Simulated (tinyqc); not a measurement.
AlGaN/GaN HEMT with access regions, lumped model: one step of the calculation.

A polarisation-induced electron sheet under a Schottky gate, in series with two ungated access regions and contacts. Drift law v = mu E/(1 + mu E/vs) under the gate. Currents in mA/mm, resistances in ohm mm. No self-heating, no channel-length modulation; fits for polarisation, barrier and offset are chosen for the exercise.

Task. Polarisation charge, threshold and sheet resistance. sigma = (5e13 x + 1.6e13 x^2) cm^-2, phiB = 0.84 + 1.3 x, dEc = 0.7 (1.71 x + x^2) in volts, Cb = eps0 eps_r/d, VT = phiB - dEc - q sigma/Cb, access density n0 = -Cb VT/q. Rsh = 1/(q mu n0); largest access current q n0 vs.

Values chosen for this exercise; values close to those of AlGaN/GaN structures:

| symbol | value | unit | meaning |
|---|---|---|---|
| x | 0.29 |  | aluminium share of the barrier |
| d | 20 | nm | barrier thickness |
| eps_r | 9.2 |  | relative permittivity of barrier and channel |
| mu | 1600 | cm^2/(V s) | channel mobility |
| vs | 1e7 | cm/s | saturation velocity |

Constants: q = 1.602176634e-19 C, eps0 = 8.8541878128e-14 F/cm where lengths are in cm. Results are converted to the units shown.

Wanted: sigma; Cb; VT; n0; Rsh; q n0 vs.

Result.

sigma = 1.5846e13 cm^-2
Cb = 0.40729 uF/cm^2
VT = -5.4222 V
n0 = 1.3784e13 cm^-2
Rsh = 283.01 ohm
q n0 vs = 2208.4 mA/mm

tinyqc, about 0.01 s, one thread, Intel Xeon 2.30GHz (shared host): `OMP_NUM_THREADS=1 python tinyqc.py 2570026 2570027 out.jsonl`
